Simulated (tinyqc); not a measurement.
Boltzmann transport in a parabolic band with a power-law relaxation time, step by step. Values are carried at full precision from step to step, so a last printed digit may differ when a step is redone from the rounded ones.

F_j(eta) = (1/Gamma(j + 1)) integral_0^infinity x^j dx/(1 + exp(x - eta)), which tends to exp(eta) for eta << 0.

n = N F_1/2(eta) with N = 2 (m kB T/(4 pi c))^(3/2) with c = hbar^2/2m0, in 1/angstrom^3; times 1e24 for 1/cm^3, m = md.

Constants: hbar^2/2m0 = 3.80998211 eV angstrom^2; kB = 8.617333262e-05 eV/K.

Inputs chosen for the exercise (masses near those of Si; tau0 is set for a mobility of the usual size at this n, kL is a free input; freeze-out and phonon drag, which matter near 77 K, are left out; the results hold for these values, not for the real material): n = 2.3e+17 1/cm^3 (electron density); md = 1.054 m0 (density-of-states mass); T = 300 K; r = 1.5 (exponent of tau); tau0 = 21 fs (tau at E = kT); mc = 0.2558 m0 (conductivity mass); kL = 6.5 W/(m K) (lattice thermal conductivity).

## Reduced Fermi level

Solve for eta.

N = 2.715e+19 1/cm^3
eta = -4.7682

## Integrals for r = 1.5 (ionised impurities)

tau = tau0 x^r with x = E/kT. With K_j = Gamma(j + 1) F_j(eta): <tau> = tau0 (r + 3/2) K_(r+1/2)/((3/2) K_(1/2)); mu = <tau>/(mc m0/e), m0/e = 5.685630e-12 kg/C; Hall factor rH = (3/2) K_(1/2) (2r + 3/2) K_(2r+1/2)/((r + 3/2) K_(r+1/2))^2; Seebeck S = -(kB/e) [(r + 5/2) K_(r+3/2)/((r + 3/2) K_(r+1/2)) - eta]; Lorenz number L = (kB/e)^2 [(r + 7/2) K_(r+5/2)/((r + 3/2) K_(r+1/2)) - ((r + 5/2) K_(r+3/2)/((r + 3/2) K_(r+1/2)))^2]; kB/e in V/K. Valley anisotropy is left out of rH.

Evaluate F_j and K_j for j = 1/2, r + 1/2, r + 3/2, r + 5/2 and 2r + 1/2 (each value once).

F_j and K_j:

| j | F_j | K_j |
|---|---|---|
| 0.5 | 0.0084702 | 0.0075065 |
| 2.0 | 0.0084866 | 0.016973 |
| 3.0 | 0.0084911 | 0.050947 |
| 4.0 | 0.0084934 | 0.20384 |
| 3.5 | 0.0084924 | 0.098782 |

## Transport coefficients

Form the ratios; u is the mean energy carried, in kT.

<tau>/tau0 = 4.522
rH = 1.930
u = 4.002
S = -755.8 microvolt/K
L = 2.970 1e-8 W ohm/K^2

The non-degenerate limits are rH = 1.933, u = r + 5/2 = 4 and L = (r + 5/2)(kB/e)^2 = 2.970; the degenerate ones are rH = 1 and L = 2.443.

## Mobility, conductivity and figure of merit

mu = <tau>/(mc m0/e) with m0/e = 5.685630e-12 kg/C; sigma = e n mu, e = 1.602176634e-19 C; Hall mobility rH mu; power factor S^2 sigma; ZT = S^2 sigma T/(kL + L sigma T), all in SI units.

mu = 653 cm^2/(V s)
Hall mobility = 1.26e+03 cm^2/(V s)
sigma = 24.1 S/cm
power factor = 1.37 mW/(m K^2)
electronic thermal conductivity = 0.0214 W/(m K)
ZT = 0.063

A Hall measurement read with rH = 1 would give a density of 1.19e+17 1/cm^3. Electrons carry 0.33 % of the heat. kL is far below that of crystalline Si, so ZT is too high for it.

## Checks

- Seebeck coefficient against direct integration over -df/dE (microvolt/K): both -755.8.

tinyqc: `OMP_NUM_THREADS=1 python tinyqc.py 1681820 1681821 out.jsonl`; about 0.01 s, one thread, shared Intel(R) Xeon(R) Processor @ 2.30GHz.
